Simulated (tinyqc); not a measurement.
Worked calculation: lattice vibrations of a chain. One step of it, computed by the program tinyqc.

Task: Dynamical matrix at q = 0.21. q is in units of 2 pi/a. A spring k from atom i to atom j, n cells on, adds k to Phi_ii and Phi_jj, -k exp(2 pi i q n) to Phi_ij and the conjugate to Phi_ji (for one atom a cell: 2k (1 - cos 2 pi q n)); D_ij = Phi_ij / sqrt(m_i m_j).

A chain moving along its axis:
```
atom   mass (u)  spring to the next atom (eV/angstrom^2)
1     63.000000                                15.700000
2     84.600000                                 8.500000
```

Give: D(q).

Result:

D(q) (eV/(angstrom^2 u)):
```
                 1                2
1           0.3841  -0.2440+0.1128i
2  -0.2440-0.1128i           0.2861
```
